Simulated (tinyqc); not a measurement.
## Inductance and parasitic capacitance from two readings

Problem. A loss-free coil L in parallel with C shows the apparent inductance L/(1 - w^2 L C), w = 2 pi f. Find L, C and the self-resonance 1/(2 pi sqrt(L C)).

apparent inductance at 4.1 and 6.4 GHz (nH): [1.9454070, 3.3927242]

Answer. The inverse of the reading is 1/L - w^2 C, a straight line in w^2.

L = 1.50 nH
C = 230 fF
self-resonance = 8.57 GHz

Numbers from tinyqc (`OMP_NUM_THREADS=1 python tinyqc.py 2302170 2302171 out.jsonl`; about 0.01 s on one thread of a shared Intel Xeon 2.30GHz).
